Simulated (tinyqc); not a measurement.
# Two-sublattice mean-field magnet: ferrimagnet, compensation points and susceptibility, step by step

A worked calculation. Computed by tinyqc, a small Python program that keeps every step. Command: `OMP_NUM_THREADS=1 python tinyqc.py 3011771 3011772 out.jsonl ferri walk`. One thread of a shared host (Intel(R) Xeon(R) Processor @ 2.30GHz), about 0.02 s of CPU time with the checks. Intermediate numbers are printed to about 6 digits and carried at full precision; extremes and crossings named in words are read from the listed rows.

A random alloy A(1-x)B(x) with H = -sum over pairs J S_i.S_j. a = <S_A> and b = <S_B> are taken along z, a > 0. Exchange fields: h_A = (1 - x) zJ_AA a + x zJ_AB b, h_B = (1 - x) zJ_AB a + x zJ_BB b; a = S_A B_(S_A)(S_A h_A/(k_B T)) and likewise for b, with the Brillouin function B_S(y) = [(2S + 1)/(2S)] coth[(2S + 1) y/(2S)] - [1/(2S)] coth[y/(2S)].

Inputs (values chosen for the exercise, for a model ferrimagnet):

| quantity | value | unit |
|---|---|---|
| spin S_A | 1 | - |
| spin S_B | 3.5 | - |
| g factor g_A | 2.1 | - |
| g factor g_B | 2 | - |
| fraction x of B sites | 0.3 | - |
| z J_AA | 37.9 | meV |
| z J_BB | 1.4 | meV |
| z J_AB | -8.1 | meV |
| T over T_c | 0.23 | - |
| largest number of steps | 3000 | - |

Constants: k_B = 8.617333262e-05 eV/K.

## Ordering temperature

Linearised, T (a, b) = M (a, b) with M_ij = S_i (S_i + 1) c_j zJ_ij/(3 k_B), c_A = 1 - x, c_B = x. T_c is the larger eigenvalue, and its eigenvector gives b/a at onset, (T_c - M_AA)/M_AB.

M (K):
```
          A        B
A   205.245  -18.799
B  -345.437   25.588
```

eigenvalues (K): -5.261  236.095

T_c = 236.095 K

b/a at onset = -1.64098

T = 54.3018 K

The antiferromagnetic A-B coupling raises T_c by 31 K over that of A alone.

## First step

Start from a = S_A, b = -S_B and apply the equations once.

h_A = 35.035 meV

h_B = -7.14 meV

new a = 0.999439

new b = -3.22219

## Self-consistent moments

Repeat from a = S_A, b = -S_B until a and b change by less than 1e-10.

Iteration:

| step | a | b | largest change |
|---|---|---|---|
| 1 | 1.00000 | -3.50000 | 2.77812e-01 |
| 2 | 0.99944 | -3.22219 | 9.26975e-03 |
| 3 | 0.99935 | -3.21292 | 3.47285e-04 |
| 4 | 0.99935 | -3.21257 | 1.30783e-05 |
| 5 | 0.99935 | -3.21256 | 4.92598e-07 |
| 6 | 0.99935 | -3.21256 | 1.85540e-08 |
| 7 | 0.99935 | -3.21256 | 6.98847e-10 |
| 8 | 0.99935 | -3.21256 | 2.63221e-11 |

a = 0.999347

b = -3.21256

last change = 2.63221e-11

a is at 100 % and b at 92 % of saturation: the B spins feel the weaker field per spin and lose their order faster.

## Net moment and spin

Net moment m = (1 - x) g_A a + x g_B b in mu_B per site; net spin s = (1 - x) a + x b. At T = 0, a = S_A and b = -S_B. Effective g = m/s.

net moment m = -0.458495 mu_B

net spin s = -0.264225

m at T = 0 = -0.63 mu_B

effective g = 1.73525

B dominates at T, as at T = 0.

## Compensation temperatures

Net moment m = (1 - x) g_A a + x g_B b in mu_B per site; net spin s = (1 - x) a + x b. T_M: m = 0; T_A: s = 0; searched between 0.02 and 0.97 T_c, and given as 0 if there is no change of sign.

magnetic compensation T_M = 126.828 K

angular-momentum compensation T_A = 139.227 K

T_A lies 12.4 K above T_M, because g_A > g_B.

## Moments against temperature

The formulas are those given above.

Sublattices:

| T/T_c | T (K) | a/S_A | -b/S_B | m (mu_B) |
|---|---|---|---|---|
| 0.05 | 11.805 | 1.00000 | 0.999744 | -0.629462 |
| 0.15 | 35.414 | 0.99999 | 0.969023 | -0.564966 |
| 0.30 | 70.828 | 0.99604 | 0.864636 | -0.351564 |
| 0.45 | 106.243 | 0.96862 | 0.735292 | -0.120238 |
| 0.60 | 141.657 | 0.89908 | 0.593712 | 0.074859 |
| 0.72 | 169.988 | 0.80006 | 0.473726 | 0.181268 |
| 0.84 | 198.319 | 0.64002 | 0.341496 | 0.223690 |
| 0.92 | 217.207 | 0.46877 | 0.234134 | 0.197412 |
| 0.97 | 229.012 | 0.29316 | 0.140702 | 0.135474 |

At 0.45 T_c A keeps 0.97 and B 0.74 of saturation. m changes sign once (Neel type N).

## Susceptibility above T_c

With a field B, T (a, b) = M (a, b) + (mu_B B/(3 k_B)) (g_A S_A (S_A + 1), g_B S_B (S_B + 1)). chi = m/B per site; C = mu_B [(1 - x) g_A^2 S_A (S_A + 1) + x g_B^2 S_B (S_B + 1)]/(3 k_B); the table gives C/chi, which tends to T - theta.

Inverse susceptibility:

| T (K) | C/chi (K) | T - C/chi (K) |
|---|---|---|
| 240.82 | 112.01 | 128.808 |
| 259.70 | 213.79 | 45.917 |
| 295.12 | 274.13 | 20.988 |
| 354.14 | 342.98 | 11.160 |
| 472.19 | 466.29 | 5.901 |
| 708.28 | 705.11 | 3.178 |
| 1180.47 | 1178.68 | 1.793 |
| 2360.95 | 2359.93 | 1.016 |

T - C/chi sinks from 129 K just above T_c to 1 K at 10 T_c, on its way to the asymptotic theta. The curve of 1/chi is a hyperbola that bends down to zero at T_c = 236 K, so a Curie-Weiss line fitted at high T misses T_c.

Checks made by the program: the fixed point (relative difference below 1e-10).
